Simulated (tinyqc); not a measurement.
Finite square well with mass mismatch (envelope functions): one step. Mass in the plane and density of states.

Constants: hbar^2/2m0 = 3.80998211 eV angstrom^2.

Values chosen for the exercise (out of a larger set: near those of a GaAs well in AlGaAs; not measured data): mw = 0.0688 m0 (mass in the well); mb = 0.101 m0 (mass in the barrier).

Levels:
```
n  parity    E (eV)  k (1/angstrom)  kappa (1/angstrom)        Pb
1    even  0.012125       0.0147971           0.0920851  0.005392
2     odd  0.048462       0.0295825           0.0866971  0.021755
3    even  0.108748       0.0443142           0.0769302  0.050630
4     odd  0.191850       0.0588591           0.0609532  0.100082
5    even  0.292527       0.0726802           0.0323480  0.230866
```

Task: To first order in the in-plane energy, 1/m_par = (1 - Pb)/mw + Pb/mb for each subband. Each adds a step D = m_par/(2 pi c) to the density of states per area (spin included, one valley); 1/angstrom^2 = 1e16/cm^2.

Give: Subbands.

Result:

Subbands:
```
n  m_par (m0)  D (1e13/(eV cm^2))
1      0.0689               2.879
2      0.0693               2.894
3      0.0699               2.921
4      0.0711               2.969
5      0.0743               3.102
```

Run: tinyqc, `OMP_NUM_THREADS=1 python tinyqc.py 1251348 1251349 out.jsonl`; Intel(R) Xeon(R) Processor @ 2.30GHz, one thread, shared host; about 0.01 s of CPU time with all checks.
